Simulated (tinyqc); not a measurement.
# Tersoff bond-order potential, step by step

A worked calculation. Computed by tinyqc, a small Python program that keeps every step. Command: `OMP_NUM_THREADS=1 python tinyqc.py 3010587 3010588 out.jsonl tersoff walk`. One thread of a shared host (Intel(R) Xeon(R) Processor @ 2.30GHz), about 0.01 s of CPU time with the checks. Intermediate numbers are printed to about 6 digits and carried at full precision; extremes and crossings named in words are read from the listed rows.

E = (1/2) sum_(i, j != i) [A exp(-lambda r_ij) - b_ij B exp(-mu r_ij)], b_ij = (1 + (beta zeta_ij)^n)^(-1/(2n)), zeta_ij = sum_(k != i, j) g(theta_ijk), g = 1 + c^2/d^2 - c^2/(d^2 + (h - cos theta)^2), with theta at atom i. Only nearest neighbours count (cut-off function 1 for them, 0 beyond).

Inputs (values chosen for the exercise, modelled on germanium): A = 1779.1 eV; B = 425.17 eV; lambda = 2.4451 1/angstrom; mu = 1.7047 1/angstrom; beta = 9.22e-07; n = 0.758; c = 105500; d = 15.59; h = -0.4557; bond length r_12 = 2.49 angstrom; bond length r_13 = 2.59 angstrom; angle theta at atom 1 = 168 degrees.

Constants: 1 eV/angstrom^3 = 160.2176634 GPa.

## An open trimer

Atom 1 binds atoms 2 and 3, which do not interact. b_12 = b_13 follow from zeta = g(theta); b_21 = b_31 = 1. E = sum over the two bonds of A exp(-lambda r) - (b + 1)/2 B exp(-mu r).

g(theta) = 51372.1

bond order b_12 = 0.939583

repulsive terms (eV): [4.03725, 3.16152]

attractive terms B exp(-mu r) (eV): [6.09693, 5.14135]

energy of the trimer = -3.70002 eV

g is least (g = 1) at cos theta = h, 117.1 degrees, wider than the tetrahedral 109.47.

## The diamond lattice

zeta = 3 g(cos theta = -1/3). With z equal bonds of order b, r = ln(lambda A/(mu b B))/(lambda - mu) and E per atom = -(z/2) b B exp(-mu r)(1 - mu/lambda). a0 = 4 r/sqrt3; B0 = phi''(r)/(3 a0) with phi'' = mu (lambda - mu) b B exp(-mu r), since b does not change under uniform scaling.

zeta = 8466.33

bond order b = 0.983678

bond length = 2.44263 angstrom

energy per atom of the diamond lattice = -3.93759 eV

lattice constant a0 = 5.64102 angstrom

bulk modulus B0 = 77.6920 GPa

## Elastic constants of the diamond lattice

Second derivatives of the energy per atom, volume V = a0^3/8: e_xx gives C11; e_xx = -e_yy gives 2 (C11 - C12); e_xy = e_yx = s/2 with a sublattice shift u_z gives C44 = (E_ss - E_su^2/E_uu)/V and Kleinman's parameter |E_su/E_uu|/(a0/4).

C11 = 138.012 GPa

C12 = 47.5319 GPa

C44 = 67.3310 GPa

Kleinman's parameter = 0.523488

## Unrelaxed vacancy

Each of the four neighbours loses one bond; its three other bonds now have zeta = 2 g, for the direction that starts at it. E_v = -E + 12 x (1/2)(b(3g) - b(2g)) B exp(-mu r), where -E is the pair-like cost.

b(2g) = 0.987932

unrelaxed vacancy energy E_v = 3.76892 eV

Stronger back bonds return 0.169 eV, so E_v is 96 % of the cohesive energy.

## Energy against coordination

Angles seen from one bond (cos theta: count): chain -1: 1; graphitic -1/2: 2; diamond -1/3: 3; square net 0: 2, -1: 1; simple cubic 0: 4, -1: 1; bcc 1/3: 3, -1/3: 3, -1: 1; fcc 1/2: 4, 0: 2, -1/2: 4, -1: 1.

Relaxed structures:
```
structure      z         zeta        b  r (angstrom)  E per atom (eV)  E per bond (eV)
dimer          1            0  1.00000       2.42041         -1.03938         -2.07875
chain          2  5.57540e+04  0.93602       2.50970         -1.67101         -1.67101
graphitic      3  7.41528e+02  0.99738       2.42396         -3.09121         -2.06080
diamond        4  8.46633e+03  0.98368       2.44263         -3.93759         -1.96880
square net     4  1.33944e+05  0.88432       2.58645         -2.77024         -1.38512
simple cubic   6  2.12133e+05  0.84525       2.64747         -3.57935         -1.19312
bcc            8  4.15235e+05  0.77110       2.77148         -3.52423         -0.88106
fcc           12  8.21226e+05  0.67615       2.94896         -3.42523         -0.57087
```

The lowest are diamond, simple cubic and bcc, the first two 0.358 eV apart. The bond order falls from 1 to 0.676 and the bond weakens from -2.08 to -0.57 eV, as b^(lambda/(lambda - mu)) with exponent 3.30. With the same z = 4 the square net lies 1.17 eV above diamond, from its angles alone. Caution: in bcc and other dense structures second neighbours can fall inside the usual cut-off; they are left out here.

Checks made by the program: (C11 + 2 C12)/3 against B0 (relative difference 6e-08).
